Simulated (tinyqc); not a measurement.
## Bandgap voltage reference from two bipolar transistors: effect of the output resistor at T0

Two transistors of area 1 and N carry the same current I. Is(T) = Is (T/T0)^eta exp[(Vg0 q/kB)(1/T0 - 1/T)], VBE1 = Vt ln(I/Is(T)) + I rb, VBE2 = Vt ln(I/(N Is(T))) + I rb/N. The amplifier forces I R1(T) = VBE1 - VBE2 + Vos, with R(T) = R (1 + tc (T - T0)) for both resistors, and the output is Vref = VBE1 + I R2(T). Base currents and the Early effect are neglected.

Vt = kB T/q; I = (Vt ln N + Vos)/(R1(T) - rb (1 - 1/N)). Box coefficient: span of Vref between 233 and 398 K over its average over T and over 165 K. The last column is the R2 that gives zero slope at T0.

Values chosen for this exercise; values of the order met in silicon bipolar transistors:
- T0 = 300 K (reference temperature)
- Vg0 = 1.2 V (band-gap voltage extrapolated to 0 K)
- eta = 4 (temperature exponent of the saturation current)
- Is = 5.5e-16 A (saturation current of the unit transistor at T0)
- N = 10 (area ratio of the second transistor)
- R1 = 37 kohm (resistor across which the difference of VBE falls, at T0)
- tc = 0 ppm/K (temperature coefficient of both resistors)
- Vos = 0 mV (offset of the amplifier)
- rb = 19 ohm (series resistance of the unit transistor)

Constants: q = 1.602176634e-19 C, kB = 1.380649e-23 J/K. Results are converted to the units shown.

Effect of the output resistor at T0:

| R2 (kohm) | I at T0 (uA) | Vref at T0 (V) | slope at T0 (uV/K) | box coefficient (ppm/K) | R2 for zero slope (kohm) |
|---|---|---|---|---|---|
| 408.1 | 1.610 | 1.220 | -190.5 | 164.9 | 443.6 |
| 421.4 | 1.610 | 1.242 | -119.2 | 104.3 | 443.6 |
| 434.7 | 1.610 | 1.263 | -47.83 | 46.54 | 443.6 |
| 443.6 | 1.610 | 1.278 | -0.08007 | 17.84 | 443.6 |
| 452.5 | 1.610 | 1.292 | 47.67 | 31.41 | 443.6 |
| 465.8 | 1.610 | 1.313 | 119.0 | 82.96 | 443.6 |
| 479.1 | 1.610 | 1.335 | 190.4 | 134.9 | 443.6 |

What does the comparison show?

As R2 goes from 408.1 to 479.1, Vref rises from 1.220 to 1.335 V and the box coefficient goes from 165 through a minimum of 17.8 (at R2 = 443.6 among the rows listed) to 135 ppm/K. One per cent in R2 moves the slope by 23.8 uV/K.

Numbers from tinyqc (`OMP_NUM_THREADS=1 python tinyqc.py 2062041 2062042 out.jsonl`; about 0.02 s on one thread of a shared Intel Xeon 2.30GHz).
